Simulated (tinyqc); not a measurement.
From results back to parameters: thin (001) film in sp3s* tight binding with raised dangling bonds. Two cases, with inputs chosen for the exercise.

Problem. The gap of a passivated film (lowest level above mid-gap less highest below, mid-gap being half the lower bulk edge) belongs to a hidden number of planes between 6 and 45.

Planes alternate anion (a), cation (c) along [001], a/4 apart, starting with an anion; zero in-plane momentum; levels counted from the bulk Ev, the lower root of [[Epa, Vxx], [Vxx, Epc]]; no spin-orbit coupling. Block of s, pz, s*: from an anion to the cation above, Vss/2 (s,s), Vsapc/2 (s,z), -Vscpa/2 (z,s), Vxx/2 (z,z), Vxapc/2 (s*,z), -Vpaxc/2 (z,s*); to the cation below the same with the s-z and s*-z signs reversed. Block of u = (px + py)/sqrt2 and v = (px - py)/sqrt2: to the cation above (Vxx + Vxy)/2 for u and (Vxx - Vxy)/2 for v, to the cation below the reverse. Each surface atom has two dangling sp3 hybrids; raising both by dl adds (dl/2) [[1, t], [t, 1]] to its s, pz levels (t = -1 at the bottom face, +1 at the top) and dl to the one of u, v in whose plane the missing bonds lie (v for a bottom anion or a top cation, u for a top anion).

Case 1.

Values chosen (out of a larger set: near a published set for AlAs, fitted to gaps, whose masses and valley positions are rough; not measured data): p = (-7.513, 0.994, -1.174, 3.609, 7.422, 6.69, -6.586, 1.879, 4.271, 5.086, 5.477, 4.478, 4.962) eV (order Esa, Epa, Esc, Epc, Exa, Exc, Vss, Vxx, Vxy, Vsapc, Vscpa, Vxapc, Vpaxc); dp = 30 eV (value of dl for the passivated films); a = 5.665 angstrom (lattice constant).

edges (eV): Gamma 2.9531, Delta 2.2711

gap of the film = 2.3622 eV

Case 2.

Values chosen (out of a larger set: near a published set for Si, fitted to gaps, whose masses and valley positions are rough; not measured data): p = (-4.183, 1.703, -4.183, 1.703, 6.654, 6.654, -8.305, 1.726, 4.552, 5.75, 5.75, 5.348, 5.348) eV (order Esa, Epa, Esc, Epc, Exa, Exc, Vss, Vxx, Vxy, Vsapc, Vscpa, Vxapc, Vpaxc); dp = 30 eV (value of dl for the passivated films); a = 5.426 angstrom (lattice constant).

edges (eV): Gamma 3.4520, Delta 1.2127

gap of the film = 1.3603 eV

Find: N; thickness N a/4.

Solution.

Case 1.

N = 18
thickness N a/4 = 25.49 angstrom

Computing the films in turn gives 2.3797, 2.3622 and 2.3611 eV for N = 17, 18 and 19; no other N in the range comes within 1 meV.

Case 2.

N = 20
thickness N a/4 = 27.13 angstrom

Computing the films in turn gives 1.3842, 1.3603 and 1.3584 eV for N = 19, 20 and 21; no other N in the range comes within 1 meV.

Computed by tinyqc, one run a case: `OMP_NUM_THREADS=1 python tinyqc.py N N+1 out.jsonl` with N = 1452379, 1452428; one thread of a shared Intel(R) Xeon(R) Processor @ 2.30GHz, about 0.4 s a run at most.
